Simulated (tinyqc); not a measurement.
# Worked calculation: resonant-tunnelling diode, transfer matrices and Tsu-Esaki current

tinyqc, about 0.1 s, one thread, Intel Xeon 2.30GHz (shared host): `OMP_NUM_THREADS=1 python tinyqc.py 2600043 2600044 out.jsonl` Printed values are rounded.

Emitter (band edge 0), barrier d1, well Lw, barrier d2, collector (edge -V). The bias drops linearly over these layers and none in the contacts; each layer is cut into ns equal slices, flat at the value of their centres. E is the energy of motion across the layers, C = hbar^2/(2 m0), psi and psi'/m are continuous. Transport is coherent, T(E) is taken as independent of the transverse momentum, and charge in the well is ignored.

Values chosen for this exercise; masses and offsets of a made-up heterostructure: temperature T = 77 K; mass in the well, spacer and contacts mw = 0.28 m0; barrier height U1 = 1.4 eV; barrier mass m1 = 0.63 m0; emitter barrier d1 = 0.8 nm; well width Lw = 1.5 nm; collector barrier d2 = 0.8 nm; slices in each layer ns = 2; Fermi energy of both contacts above their band edges Ef = 0.17 eV; bias of the collector V = 0.13 V; trial energy E = 0.16744 eV.

Constants: q = 1.602176634e-19 C, kB = 1.380649e-23 J/K, hbar = 1.054571817e-34 J s, m0 = 9.1093837015e-31 kg, Vt = kB T/q, hbar^2/(2 m0) = 0.0380998212 eV nm^2. Results are converted to the units shown.

## Slices under bias

U = edge of the layer - V x/Lt at the centre x of each slice, Lt the summed thickness.

```
slice    U (eV)  m (m0)  width (nm)
0       1.39161    0.63         0.4
1       1.37484    0.63         0.4
2      -0.04927    0.28        0.75
3      -0.08073    0.28        0.75
4       1.29516    0.63         0.4
5       1.27839    0.63         0.4
```

## Running product of the slice matrices at the trial energy

For the pair (psi, psi'/m) a flat layer has M = [[cos kd, (m/k) sin kd], [-(k/m) sin kd, cos kd]] with k = sqrt(m (E - U)/C) above its edge U, and M = [[cosh Kd, (m/K) sinh Kd], [(K/m) sinh Kd, cosh Kd]] with K = sqrt(m (U - E)/C) below it. Later slices stand to the left. With M acting on (psi, psi'/m) and v = k/m in each lead, T(E) = 4 vL vR/[(vL vR M12 - M21)^2 + (vR M11 + vL M22)^2]. vL = sqrt(mw E/C)/mw, vR = sqrt(mw (E + V)/C)/mw.

Product after each layer:
```
                  M11   M12 (nm)  M21 (1/nm)        M22
barrier d1    18.1347    2.53593     128.447    18.0169
well          19.3952    2.72312    -133.347   -18.6706
barrier d2  -0.372412  0.0655303    -11.0271  -0.744848
```

T(E) = 0.470388

## Transmission at three energies near the peak

three energies (eV): 0.167046  0.167216  0.167386

The same product at each energy.

T(E) at these energies: 0.625333  0.932205  0.591334

## Breit-Wigner parameters from a parabola through 1/T(E)

Near a resonance 1/T(E) = (1/Tp) [1 + (2 (E - Er)/G)^2]. With y = 1/T(E) at E0 - h, E0, E0 + h: a = (y1 + y3 - 2 y2)/(2 h^2), b = (y3 - y1)/(2 h), Er = E0 - b/(2 a), 1/Tp = y2 - b^2/(4 a), G = 2 sqrt(1/(Tp a)), tau = hbar/G.

Er = 0.167209 eV
Tp = 0.933008
G = 0.465252 meV
tau = 1414.74 fs

The true maximum of T(E) lies at 0.16721 eV with height 0.9331 and full width 0.4652 meV; the fitted G is 0.015 % above that width.

## Current from the resonance alone

J = J0 times the integral over E > 0 of T(E) N(E), N = ln[(1 + exp((Ef - E)/Vt))/(1 + exp((Ef - V - E)/Vt))], J0 = q^2 mw m0 kB T/(2 pi^2 hbar^3) (times 1e-4 for A/cm^2 per eV). For a sharp resonance J = J0 (pi G/2) Tp N(Er), with Er the peak energy, Tp the peak transmission and G the full width at half maximum (in eV). The three values given are estimates from a parabola through three points of 1/T(E).

J0 = 3.00666e7 A/(cm^2 eV)
N(Er) = 0.925399
J = 18.9717 kA/cm^2

The full integral over T(E) gives 19.15 kA/cm^2; the value above is 0.92 % below it. With the exact position, height and width of the peak (Er = 0.16721 eV, Tp = 0.9331, G = 0.4652 meV) the formula is 0.93 % below it.
